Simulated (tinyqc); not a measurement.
Crystal pulling from the melt: segregation, interface stability, heat balance and point-defect regime: one step, computed by the program tinyqc.

A dilute solute; steady pulling with a flat interface unless it is found unstable.

Task: Constitutional supercooling. Liquidus slope per concentration (van 't Hoff): |m| = k_B T_m^2 (1 - k0)/L. Solute gradient at the interface: G_C = (V/D) C_s (1 - k0)/k0. Constitutional supercooling sets in when |m| G_C > G_L. Critical C_s from the equality.

Inputs (values chosen for the exercise, for a model semiconductor):
```
quantity,value,unit
equilibrium coefficient k0,0.063,-
diffusivity in the melt D,0.00026,cm^2/s
pull rate V,1.2,mm/min
gradient in the melt G_L,16,K/cm
latent heat per volume L,4240,J/cm^3
melting point T_m,1685,K
```

C_s = 5.401999e+17 1/cm^3

Constants: k_B = 1.380649e-23 J/K.

Give: |m|; |m| G_C; critical C_s; ratio |m| G_C/G_L.

Result:

|m| = 8.6628e-21 K cm^3

|m| G_C = 0.53539 K/cm

critical C_s = 1.6144e+19 1/cm^3

ratio |m| G_C/G_L = 0.033462

The interface is stable by this test, with a margin of 30.
